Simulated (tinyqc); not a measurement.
How the errors depend on the field: Haynes-Shockley experiment: drift, diffusion and decay of a minority-carrier pulse. Computed by tinyqc, a small Python program. Command: `OMP_NUM_THREADS=1 python tinyqc.py 3111582 3111583 out.jsonl haynes walk`. One thread of a shared host (Intel(R) Xeon(R) Processor @ 2.30GHz), about 0.01 s of CPU time with the checks.

A thin sheet of excess carriers is made at x = 0, t = 0 in a long uniform bar; injection is low, so the pulse moves with the minority mobility.

Inputs (values chosen for the exercise, modelled on electrons in p-type germanium in a lightly doped bar):
```
quantity                       value         unit
minority mobility mu            3520   cm^2/(V s)
lifetime tau                     220  microsecond
temperature T                    300            K
field F                            3         V/cm
distance d to the collector     0.16           cm
injected sheet density N0    1.2e+09       1/cm^2
```

Constants: k_B = 8.617333262e-05 eV/K.

Method:
- D = mu k_B T/e, v = mu F.
- Transit time d/v, diffusion length sqrt(D tau), drift length v tau, Peclet number v d/D = e F d/(k_B T).
- dn(x, t) = N0/sqrt(4 pi D t) exp(-(x - v t)^2/(4 D t) - t/tau).
- At fixed x the signal peaks where d ln(dn)/dt = 0: a t^2 + t/2 - x^2/(4 D) = 0 with a = v^2/(4 D) + 1/tau.
- The full width at half maximum is found by solving dn(x, t) = peak/2 on both sides of the peak.
- With w that width: mu = d/(F t_p); D = (w d)^2/(16 ln2 t_p^3). The field is scaled by the factors listed.

D = 90.9990 cm^2/s

Errors of the simple reading:
```
factor  F (V/cm)   v d/D  v^2 tau/(4 D)  error of mu (%)  error of D (%)
0.5          1.5    9.28           16.8           14.258          19.553
0.7          2.1   13.00           33.0            9.488          13.788
1.0          3.0   18.57           67.4            6.269           9.523
1.5          4.5   27.85          151.6            3.984           6.269
2.5          7.5   46.42          421.2            2.296           3.719
4.0         12.0   74.27         1078.4            1.402           2.308
7.0         21.0  129.97         3302.6            0.788           1.312
```

What follows from these numbers?

The error of mu falls from 14.3 to 0.788 %. For large v d/D it is about D/(v d) + 2 D/(v^2 tau), here 0.785 % in the last row: one part from spreading, one from recombination.

Extremes, crossings and ranges named in words are read from the listed rows.
